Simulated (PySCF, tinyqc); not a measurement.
Worked calculation: FCI on RHF in the sto-3g basis, frozen core, for BeH+, spin multiplicity 1. The lowest restricted solution is unstable here: a spin-polarised one lies 0.0492 hartree lower (PySCF). Computed by tinyqc, a small Python program that keeps every step (integrals from PySCF). Settings: charge = 1, multiplicity = 1, basis = sto-3g, method = RHF, frozen orbitals = 1, energy threshold = 1e-10, iteration cap = 62, orthogonalisation = symmetric, start = core, DIIS depth = 6, ci = FCI, davidson = 1. Command: `OMP_NUM_THREADS=1 python tinyqc.py 21364 21365 out.jsonl` (the two numbers bound the seeds that draw the settings). One thread of a shared host (Intel(R) Xeon(R) Processor @ 2.60GHz), about 0.1 s of CPU time with the checks. The early iterations of the SCF are left out here.

## One-electron integrals

Geometry (angstrom):
```
atom        x        y        z
Be    0.00000  0.00000  0.00000
H     0.00000  0.00000  2.27400
```

Basis sto-3g: exponents (1/bohr^2) and contraction coefficients of normalised primitives:
```
element  l (shell)  exponent  coefficient
Be           s (1)  30.16787      0.15433
Be           s (1)   5.49512      0.53533
Be           s (1)   1.48719      0.44463
Be           s (2)   1.31483     -0.09997
Be           s (2)   0.30554      0.39951
Be           s (2)   0.09937      0.70012
Be           p (3)   1.31483      0.15592
Be           p (3)   0.30554      0.60768
Be           p (3)   0.09937      0.39196
H            s (1)   3.42525      0.15433
H            s (1)   0.62391      0.53533
H            s (1)   0.16886      0.44463
```

Overlap, kinetic and nuclear-attraction integrals over the contracted functions; the nuclear repulsion is the sum of Za Zb / Rab.

nuclear repulsion = 0.9308306 hartree

overlap S, order 1Be 1s, 1Be 2s, 1Be 2px, 1Be 2py, 1Be 2pz, 2H 1s:
```
[[1.00000, 0.25952, 0.00000, 0.00000, 0.00000, 0.00820],
 [0.25952, 1.00000, 0.00000, 0.00000, 0.00000, 0.16597],
 [0.00000, 0.00000, 1.00000, 0.00000, 0.00000, 0.00000],
 [0.00000, 0.00000, 0.00000, 1.00000, 0.00000, 0.00000],
 [0.00000, 0.00000, 0.00000, 0.00000, 1.00000, 0.23389],
 [0.00820, 0.16597, 0.00000, 0.00000, 0.23389, 1.00000]]
```

kinetic energy T (hartree), order 1Be 1s, 1Be 2s, 1Be 2px, 1Be 2py, 1Be 2pz, 2H 1s:
```
[[6.69397, -0.03301, 0.00000, 0.00000, 0.00000, -0.00388],
 [-0.03301, 0.21111, 0.00000, 0.00000, 0.00000, -0.00306],
 [0.00000, 0.00000, 0.66059, 0.00000, 0.00000, 0.00000],
 [0.00000, 0.00000, 0.00000, 0.66059, 0.00000, 0.00000],
 [0.00000, 0.00000, 0.00000, 0.00000, 0.66059, 0.01751],
 [-0.00388, -0.00306, 0.00000, 0.00000, 0.01751, 0.76003]]
```

nuclear attraction V (hartree), order 1Be 1s, 1Be 2s, 1Be 2px, 1Be 2py, 1Be 2pz, 2H 1s:
```
[[-14.79380, -1.95964, 0.00000, 0.00000, -0.00625, -0.06027],
 [-1.95964, -2.54519, 0.00000, 0.00000, -0.06642, -0.33275],
 [0.00000, 0.00000, -2.51319, 0.00000, 0.00000, 0.00000],
 [0.00000, 0.00000, 0.00000, -2.51319, 0.00000, 0.00000],
 [-0.00625, -0.06642, 0.00000, 0.00000, -2.55314, -0.45689],
 [-0.06027, -0.33275, 0.00000, 0.00000, -0.45689, -2.15737]]
```

core Hamiltonian H = T + V (hartree), order 1Be 1s, 1Be 2s, 1Be 2px, 1Be 2py, 1Be 2pz, 2H 1s:
```
[[-8.09982, -1.99265, 0.00000, 0.00000, -0.00625, -0.06415],
 [-1.99265, -2.33408, 0.00000, 0.00000, -0.06642, -0.33580],
 [0.00000, 0.00000, -1.85259, 0.00000, 0.00000, 0.00000],
 [0.00000, 0.00000, 0.00000, -1.85259, 0.00000, 0.00000],
 [-0.00625, -0.06642, 0.00000, 0.00000, -1.89255, -0.43938],
 [-0.06415, -0.33580, 0.00000, 0.00000, -0.43938, -1.39734]]
```

## Two-electron integrals

Functions are numbered as in S; the eight-fold symmetry (ij|kl) = (ji|kl) = (kl|ij) leaves the list below.

Two-electron integrals (ij|kl) in chemists' order, unique and non-zero (hartree):
```
(11|11) 2.29883   (21|11) 0.39204   (21|21) 0.07954   (22|11) 0.57099
(22|21) 0.14304   (22|22) 0.41768   (31|31) 0.01461   (32|31) 0.02189
(32|32) 0.09226   (33|11) 0.56958   (33|21) 0.14308   (33|22) 0.41759
(33|33) 0.44986   (41|41) 0.01461   (42|41) 0.02189   (42|42) 0.09226
(43|43) 0.02425   (44|11) 0.56958   (44|21) 0.14308   (44|22) 0.41759
(44|33) 0.40136   (44|44) 0.44986   (51|51) 0.01461   (52|51) 0.02189
(52|52) 0.09226   (53|53) 0.02425   (54|54) 0.02425   (55|11) 0.56958
(55|21) 0.14308   (55|22) 0.41759   (55|33) 0.40136   (55|44) 0.40136
(55|55) 0.44986   (61|11) 0.01201   (61|21) 0.00245   (61|22) 0.00448
(61|33) 0.00445   (61|44) 0.00445   (61|51) 0.00026   (61|52) 0.00048
(61|55) 0.00455   (61|61) 0.00008   (62|11) 0.05767   (62|21) 0.01481
(62|22) 0.05124   (62|33) 0.04906   (62|44) 0.04906   (62|51) 0.00184
(62|52) 0.01386   (62|55) 0.05553   (62|61) 0.00052   (62|62) 0.01291
(63|31) 0.00091   (63|32) 0.00507   (63|53) 0.00202   (63|63) 0.00076
(64|41) 0.00091   (64|42) 0.00507   (64|54) 0.00202   (64|64) 0.00076
(65|11) 0.07490   (65|21) 0.01936   (65|22) 0.06902   (65|33) 0.06532
(65|44) 0.06532   (65|51) 0.00282   (65|52) 0.02107   (65|55) 0.07632
(65|61) 0.00069   (65|62) 0.01901   (65|65) 0.02823   (66|11) 0.23268
(66|21) 0.06038   (66|22) 0.23053   (66|33) 0.21825   (66|44) 0.21825
(66|51) 0.00623   (66|52) 0.06415   (66|55) 0.25469   (66|61) 0.00208
(66|62) 0.08375   (66|65) 0.12791   (66|66) 0.77461
```

## Orthogonalisation

S = U s U^T; symmetric (Loewdin) form X = U s^(-1/2) U^T, so that X^T S X = 1.

eigenvalues of S: [0.65975, 0.81960, 1.00000, 1.00000, 1.17233, 1.34832]

X, order 1Be 1s, 1Be 2s, 1Be 2px, 1Be 2py, 1Be 2pz, 2H 1s:
```
[[1.02695, -0.13757, 0.00000, 0.00000, -0.00276, 0.01359],
 [-0.13757, 1.03850, 0.00000, 0.00000, 0.01614, -0.09066],
 [0.00000, 0.00000, 1.00000, 0.00000, 0.00000, 0.00000],
 [0.00000, 0.00000, 0.00000, 1.00000, 0.00000, 0.00000],
 [-0.00276, 0.01614, 0.00000, 0.00000, 1.02185, -0.12346],
 [0.01359, -0.09066, 0.00000, 0.00000, -0.12346, 1.03321]]
```

## Iteration 8 (converged): orbitals

converged F (hartree), order 1Be 1s, 1Be 2s, 1Be 2px, 1Be 2py, 1Be 2pz, 2H 1s:
```
[[-4.94799, -1.38953, 0.00000, 0.00000, 0.01320, -0.04357],
 [-1.38953, -0.82676, 0.00000, 0.00000, -0.06418, -0.24117],
 [0.00000, 0.00000, -0.10157, 0.00000, 0.00000, 0.00000],
 [0.00000, 0.00000, 0.00000, -0.10157, 0.00000, 0.00000],
 [0.01320, -0.06418, 0.00000, 0.00000, -0.15640, -0.20754],
 [-0.04357, -0.24117, 0.00000, 0.00000, -0.20754, -0.35515]]
```

Diagonalise F' = X^T F X, C = X C', fill 2 alpha and 2 beta electrons from the bottom; D = 2 C_occ C_occ^T. Each column has its largest component positive (the first on a tie).

F' = X^T F X (hartree):
```
[[-4.84176, -0.69241, 0.00000, 0.00000, 0.01462, 0.03407],
 [-0.69241, -0.54849, 0.00000, 0.00000, -0.03505, -0.16801],
 [0.00000, 0.00000, -0.10157, 0.00000, 0.00000, 0.00000],
 [0.00000, 0.00000, 0.00000, -0.10157, 0.00000, 0.00000],
 [0.01462, -0.03505, 0.00000, 0.00000, -0.11775, -0.15677],
 [0.03407, -0.16801, 0.00000, 0.00000, -0.15677, -0.29037]]
```

orbital energies (hartree): [-4.95070, -0.58312, -0.24826, -0.10157, -0.10157, -0.01628]

coefficients C, order 1Be 1s, 1Be 2s, 1Be 2px, 1Be 2py, 1Be 2pz, 2H 1s:
```
[[0.99310, -0.21783, -0.19222, 0.00000, 0.00000, -0.05558],
 [0.02550, 0.75428, 0.69585, 0.00000, 0.00000, 0.22827],
 [0.00000, 0.00000, 0.00000, -0.16966, 0.98550, 0.00000],
 [0.00000, 0.00000, 0.00000, 0.98550, 0.16966, 0.00000],
 [-0.00196, 0.20431, -0.45274, 0.00000, 0.00000, 0.90165],
 [-0.00217, 0.50443, -0.59400, 0.00000, 0.00000, -0.69562]]
```

D after iteration 8, order 1Be 1s, 1Be 2s, 1Be 2px, 1Be 2py, 1Be 2pz, 2H 1s:
```
[[2.06740, -0.27797, 0.00000, 0.00000, -0.09291, -0.22407],
 [-0.27797, 1.13916, 0.00000, 0.00000, 0.30811, 0.76085],
 [0.00000, 0.00000, 0.00000, 0.00000, 0.00000, 0.00000],
 [0.00000, 0.00000, 0.00000, 0.00000, 0.00000, 0.00000],
 [-0.09291, 0.30811, 0.00000, 0.00000, 0.08349, 0.20613],
 [-0.22407, 0.76085, 0.00000, 0.00000, 0.20613, 0.50891]]
```

Within a degenerate level the vectors are fixed only up to a rotation; this is one choice.

## Convergence

Stop when the energy changes by less than 1e-10 hartree and every element of the error matrix X^T (F D S - S D F) X is below 3e-06.

Course of the cycle:
```
iteration  E (hartree)     change  largest element of the error matrix
1          -14.3149481          -                             1.91e-01
2          -14.5341650  -2.19e-01                             3.12e-02
3          -14.5368684  -2.70e-03                             1.31e-02
4          -14.5374779  -6.09e-04                             1.65e-03
5          -14.5374815  -3.59e-06                             4.01e-04
6          -14.5374817  -1.93e-07                             6.51e-06
7          -14.5374817  -1.40e-10                             1.43e-06
8          -14.5374817  -5.23e-12                             1.67e-08
```

PySCF RHF in the same basis = -14.5374817 hartree

Converged in 8 iterations.

## Integrals over molecular orbitals

(pq|rs) = sum C_ip C_jq C_kr C_ls (ij|kl), one index at a time.

one-electron integrals over orbitals h = C^T H C (hartree):
```
[[-8.09056, 0.19125, 0.18018, 0.00000, 0.00000, 0.02943],
 [0.19125, -1.84394, -0.18249, 0.00000, 0.00000, -0.23040],
 [0.18018, -0.18249, -1.70994, 0.00000, 0.00000, 0.16285],
 [0.00000, 0.00000, 0.00000, -1.85259, 0.00000, 0.00000],
 [0.00000, 0.00000, 0.00000, 0.00000, -1.85259, 0.00000],
 [0.02943, -0.23040, 0.16285, 0.00000, 0.00000, -1.68470]]
```

Two-electron integrals over orbitals (pq|rs), unique and non-zero (hartree); the lowest 1 orbital is frozen and left out:
```
(22|22) 0.39700     (32|22) -0.04893    (32|32) 0.10785     (33|22) 0.34546
(33|32) -0.00924    (33|33) 0.38315     (42|42) 0.05128     (43|42) 0.03891
(43|43) 0.04170     (44|22) 0.33969     (44|32) 0.07061     (44|33) 0.33984
(44|44) 0.44986     (52|52) 0.05128     (53|52) 0.03891     (53|53) 0.04170
(54|54) 0.02425     (55|22) 0.33969     (55|32) 0.07061     (55|33) 0.33984
(55|44) 0.40136     (55|55) 0.44986     (62|22) 0.01012     (62|32) 0.05892
(62|33) -0.03372    (62|44) 0.06392     (62|55) 0.06392     (62|62) 0.09550
(63|22) 0.05116     (63|32) -0.10411    (63|33) -0.00244    (63|44) -0.05712
(63|55) -0.05712    (63|62) -0.05108    (63|63) 0.11791     (64|42) 0.01692
(64|43) -2.02e-05   (64|64) 0.02030     (65|52) 0.01692     (65|53) -2.02e-05
(65|65) 0.02030     (66|22) 0.39793     (66|32) -0.03471    (66|33) 0.37278
(66|44) 0.35462     (66|55) 0.35462     (66|62) 0.00731     (66|63) 0.02754
(66|66) 0.42378
```

## FCI: determinants and Hamiltonian

one-electron integrals dressed by the frozen orbital, h + 2 (pq|11) - (p1|1q) (hartree), order 2, 3, 4, 5, 6:
```
[[-0.98012, 0.04893, 0.00000, 0.00000, -0.01012],
 [0.04893, -0.83134, 0.00000, 0.00000, -0.04340],
 [0.00000, 0.00000, -0.72968, 0.00000, 0.00000],
 [0.00000, 0.00000, 0.00000, -0.72968, 0.00000],
 [-0.01012, -0.04340, 0.00000, 0.00000, -0.71664]]
```

energy of the frozen orbital, 2 h_11 + (11|11) = -13.9050688 hartree

Hartree-Fock energy = -14.5374817 hartree

Slater-Condon rules over spin orbitals, with the nuclear repulsion and the energy of the frozen orbital added and E(HF) subtracted on the diagonal. Only determinants linked to the reference directly or through others are kept (one block of an abelian symmetry group), so some states are absent.

Occupation strings over the orbitals (2 doubly, a alpha, b beta, 0 empty; spin orbitals ordered 1a 1b 2a 2b ...): 220000 2ab000 2a000b 2ba000 2b000a 202000 20a00b 200200 200020 20b00a 200002

H - E(HF) between determinants (hartree), order 220000, 2ab000, 2a000b, 2ba000, 2b000a, 202000, 20a00b, 200200, 200020, 20b00a, 200002:
```
[[0.00000, 0.00000, 0.00000, 0.00000, 0.00000, 0.10785, 0.05892, 0.05128, 0.05128, -0.05892, 0.09550],
 [0.00000, 0.09725, 0.00776, -0.10785, -0.05892, 0.03969, -0.10411, 0.03891, 0.03891, 0.04383, -0.05108],
 [0.00000, 0.00776, 0.26441, -0.05892, -0.09550, -0.10411, 0.01422, 0.01692, 0.01692, 0.05108, -0.00281],
 [0.00000, -0.10785, -0.05892, 0.09725, 0.00776, -0.03969, 0.04383, -0.03891, -0.03891, -0.10411, 0.05108],
 [0.00000, -0.05892, -0.09550, 0.00776, 0.26441, 0.10411, 0.05108, -0.01692, -0.01692, 0.01422, 0.00281],
 [0.10785, 0.03969, -0.10411, -0.03969, 0.10411, 0.28373, -0.04584, 0.04170, 0.04170, 0.04584, 0.11791],
 [0.05892, -0.10411, 0.01422, 0.04383, 0.05108, -0.04584, 0.38804, -0.00002, -0.00002, -0.11791, -0.01586],
 [0.05128, 0.03891, 0.01692, -0.03891, -0.01692, 0.04170, -0.00002, 0.55374, 0.02425, 0.00002, 0.02030],
 [0.05128, 0.03891, 0.01692, -0.03891, -0.01692, 0.04170, -0.00002, 0.02425, 0.55374, 0.00002, 0.02030],
 [-0.05892, 0.04383, 0.05108, -0.10411, 0.01422, 0.04584, -0.11791, 0.00002, 0.00002, 0.38804, 0.01586],
 [0.09550, -0.05108, -0.00281, 0.05108, 0.00281, 0.11791, -0.01586, 0.02030, 0.02030, 0.01586, 0.55374]]
```

## FCI: roots

Diagonalise (each vector has its largest component positive (the first on a tie)); all determinants have Ms = 0, so triplets appear too. The lowest singlet root is the correlation energy.

lowest roots of this matrix, relative to E(HF) (hartree): [-0.06861, -0.03051, 0.07060, 0.13893, 0.19560, 0.32001, 0.43506, 0.52950]

lowest vectors, order 220000, 2ab000, 2a000b, 2ba000, 2b000a, 202000, 20a00b, 200200, 200020, 20b00a, 200002:
```
[[0.91407, 0.00000, -0.14326, 0.00000],
 [-0.00463, 0.68470, 0.52002, -0.07348],
 [-0.08635, 0.14070, -0.25894, 0.61556],
 [0.00463, 0.68470, -0.52002, -0.07348],
 [0.08635, 0.14070, 0.25894, 0.61556],
 [-0.32480, 0.00000, -0.44859, 0.00000],
 [-0.12870, 0.10673, 0.13626, -0.34013],
 [-0.04384, 0.00000, -0.02134, 0.00000],
 [-0.04384, 0.00000, -0.02134, 0.00000],
 [0.12870, 0.10673, -0.13626, -0.34013],
 [-0.08397, 0.00000, 0.25548, 0.00000]]
```

<S^2> of these roots: [0.00000, 2.00000, 0.00000, 2.00000, 0.00000, 2.00000, 0.00000, 0.00000]

weight of the ground state by excitation level 0, 1, 2, ...: [0.83553, 0.01496, 0.14952]

The reference has a weight of only 0.84: one determinant is a poor start here. A root of higher spin lies below E(HF).

## The lowest root by the Davidson method

Start from the reference; add the residual divided by (theta - H_ii), orthogonalised, at each step.

Davidson iterations:
```
iteration  subspace  lowest Ritz value (hartree)  residual norm
1                 1                            0       1.82e-01
2                 2                   -0.0621529       4.74e-02
3                 3                   -0.0675428       1.96e-02
4                 4                   -0.0683683       1.03e-02
5                 5                   -0.0685700       3.19e-03
6                 6                   -0.0686057       5.01e-05
7                 7                   -0.0686057       1.76e-16
```
